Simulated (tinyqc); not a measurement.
Inputs raised by 5 %, one at a time: donor in an ellipsoidal valley (Kohn-Luttinger variational method). Computed by tinyqc, a small Python program. Command: `OMP_NUM_THREADS=1 python tinyqc.py 3020592 3020593 out.jsonl kohnlutt sens`. One thread of a shared host (Intel(R) Xeon(R) Processor @ 2.30GHz), about 0.1 s of CPU time with the checks.

H = -(d^2/dx^2 + d^2/dy^2) - gamma d^2/dz^2 - 2/r in units built on m_t, with gamma = m_t/m_l and z along the valley axis. One valley; no valley-orbit or central-cell term.

Inputs (values chosen for the exercise, modelled on 3C-SiC): transverse mass m_t = 0.244 m_0; longitudinal mass m_l = 0.674 m_0; dielectric constant eps = 9.91.

Constants: Ry = 13.605693123 eV; a_0 = 0.529177210903 angstrom.

Method:
- Ry* = Ry m_t/eps^2, a* = a_0 eps/m_t, gamma = m_t/m_l.
- Trial function exp(-sqrt((x^2 + y^2)/a^2 + z^2/b^2)) with beta = b/a < 1: E = t/a^2 - u/a, t = (2 + gamma/beta^2)/3, u = 2 arcsin(sqrt(1 - beta^2))/sqrt(1 - beta^2); the best a is 2 t/u and E(beta) = -u^2/(4 t).
- Golden-section search on beta from 0.05 to 0.999, 60 steps.
- Gaussian basis: g = P exp(-al (x^2 + y^2) - be z^2) with P = 1 (s-like), z (2p0) or x (2p+-); al = 0.004 x 2.6^k, k = 0..11, and be/al = 1, gamma^(-1/2) or 1/gamma (36 functions); 1/r = (2/sqrt(pi)) int exp(-t^2 r^2) dt by 48 Gauss-Legendre points after t = sqrt(al_i + al_j) tan(theta); overlap eigenvalues below 1e-10 are dropped.

Runs; columns: (1) input moved; (2) from; (3) to; (4) 2p0 binding energy (meV); (5) 2p+- binding energy (meV); (6) radius a of the 1s trial function (angstrom); (7) radius b of the 1s trial function (angstrom):
```
(1)                            (2)      (3)    (4)    (5)    (6)    (7)
base run                         -        -  14.87  10.07  17.63  12.30
transverse mass m_t (m_0)    0.244   0.2562  15.22  10.50  16.94  12.02
longitudinal mass m_l (m_0)  0.674   0.7077  15.24  10.14  17.48  11.99
dielectric constant eps       9.91  10.4055  13.48   9.13  18.51  12.92
```

Exponents ln(y'/y) / ln(x'/x):
```
input                    2p0 binding energy  2p+- binding energy  radius a of the 1s trial function  radius b of the 1s trial function
transverse mass m_t                   0.486                0.852                             -0.823                             -0.472
longitudinal mass m_l                 0.509                0.146                             -0.175                             -0.526
dielectric constant eps              -2.000               -2.000                              1.000                              1.000
```

To which inputs is each result most sensitive?

Among the inputs moved here: 2p0 binding energy answers most in size to dielectric constant eps (exponent -2.000), next to longitudinal mass m_l (+0.509). Its exponent -2.000 in dielectric constant eps: energies scale as 1/eps^2 and lengths as eps. 2p+- binding energy answers most in size to dielectric constant eps (exponent -2.000), next to transverse mass m_t (+0.852). Its exponent -2.000 in dielectric constant eps: energies scale as 1/eps^2 and lengths as eps. Radius a of the 1s trial function answers most in size to dielectric constant eps (exponent +1.000), next to transverse mass m_t (-0.823). Its exponent +1.000 in dielectric constant eps: energies scale as 1/eps^2 and lengths as eps. Radius b of the 1s trial function answers most in size to dielectric constant eps (exponent +1.000), next to longitudinal mass m_l (-0.526). Its exponent +1.000 in dielectric constant eps: energies scale as 1/eps^2 and lengths as eps.
